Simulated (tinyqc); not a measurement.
Gap voltage and exponent from three temperatures.

Question. At constant current VBE(T) = Vg0 - a T - eta (kB T/q) ln T, where a is a constant. Find Vg0, eta and dVBE/dT at the middle temperature.

Constants: q = 1.602176634e-19 C, kB = 1.380649e-23 J/K. Results are converted to the units shown.

T (K): 233  330  390
VBE at a constant current (V): 0.7310040256  0.5134387120  0.3731792522

Solution. The relation is linear in Vg0, a and eta, so three points give a linear system; the slope is (VBE - Vg0 - eta kB T/q)/T. eta rests on the curvature of VBE(T) alone, so real fits need accuracy of some tens of microvolts or better.

Vg0 = 1.15 V
eta = 4.40
dVBE/dT = -2.31 mV/K

Program tinyqc, `OMP_NUM_THREADS=1 python tinyqc.py 2062123 2062124 out.jsonl`; Intel Xeon 2.30GHz, shared host, one thread, about 0.02 s.
